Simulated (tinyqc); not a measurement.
MOS inversion layer, Poisson-Schroedinger loop: one step of the calculation.

Electrons confined at an insulator interface at z = 0, treated as a hard wall; parabolic valleys, Hartree approximation, no image or exchange terms. The depletion charge lies far deeper than the electrons and gives a uniform field q Nd/(eps0 eps_r); the gate balances all charge. Energies are counted from the band edge at the interface.

Problem. Levels and probability densities. Tridiagonal Hamiltonian with psi = 0 one step beyond both ends: H_ii = C (1/m_(i-1/2) + 1/m_(i+1/2))/hz^2 + V0_i + U_i (+ dE for the set B), H_(i,i+1) = -C/(m_(i+1/2) hz^2), C = hbar^2/(2 m0). The lowest 2 level(s) of each valley set are kept, normalised to hz sum |psi|^2 = 1. The mass is the same on all intervals.

Inputs (values chosen for the exercise); masses and permittivity close to those of germanium (111): mass along z of valley set A (1 valley(s)) mz1 = 1.6 m0; mass along z of valley set B (3 valley(s)) mz2 = 0.0902 m0; extra shift of set B (strain) dE = 0 eV; mesh step hz = 1.5 nm.

Constants: q = 1.602176634e-19 C, hbar = 1.054571817e-34 J s, m0 = 9.1093837015e-31 kg, hbar^2/(2 m0) = 0.0380998212 eV nm^2. Results are converted to the units shown.

| node | fixed potential V0 (1e-3 eV) | self-consistent potential U at the start (eV) |
|---|---|---|
| 1 | 0.7043357 | 0 |
| 2 | 1.4086714 | 0 |
| 3 | 2.1130071 | 0 |
| 4 | 2.8173427 | 0 |
| 5 | 3.5216784 | 0 |
| 6 | 4.2260141 | 0 |
| 7 | 4.9303498 | 0 |
| 8 | 5.6346855 | 0 |
| 9 | 6.3390212 | 0 |
| 10 | 7.0433569 | 0 |
| 11 | 7.7476925 | 0 |
| 12 | 8.4520282 | 0 |
| 13 | 9.1563639 | 0 |
| 14 | 9.8606996 | 0 |

Give: levels; |psi|^2 of A1; |psi|^2 of A2; |psi|^2 of B1; |psi|^2 of B2.

Solution.

levels (eV): A1 0.00404, A2 0.00703, B1 0.01334, B2 0.03778

| node | \|psi\|^2 of A1 (1/nm) | \|psi\|^2 of A2 (1/nm) | \|psi\|^2 of B1 (1/nm) | \|psi\|^2 of B2 (1/nm) |
|---|---|---|---|---|
| 1 | 0.0415 | 0.0399 | 0.00520 | 0.01580 |
| 2 | 0.1179 | 0.0784 | 0.01942 | 0.05134 |
| 3 | 0.1581 | 0.0447 | 0.03910 | 0.08041 |
| 4 | 0.1441 | 0.0020 | 0.05968 | 0.08218 |
| 5 | 0.1010 | 0.0196 | 0.07683 | 0.05587 |
| 6 | 0.0578 | 0.0773 | 0.08735 | 0.02043 |
| 7 | 0.0281 | 0.1173 | 0.08976 | 0.00057 |
| 8 | 0.0118 | 0.1149 | 0.08422 | 0.00985 |
| 9 | 0.0044 | 0.0845 | 0.07232 | 0.04220 |
| 10 | 0.0014 | 0.0499 | 0.05646 | 0.07683 |
| 11 | 0.0004 | 0.0244 | 0.03933 | 0.09216 |
| 12 | 0.0001 | 0.0100 | 0.02345 | 0.07918 |
| 13 | 0.0000 | 0.0032 | 0.01081 | 0.04633 |
| 14 | 0.0000 | 0.0006 | 0.00275 | 0.01352 |

tinyqc, about 1 s, one thread, Intel Xeon 2.30GHz (shared host): `OMP_NUM_THREADS=1 python tinyqc.py 2160081 2160082 out.jsonl`
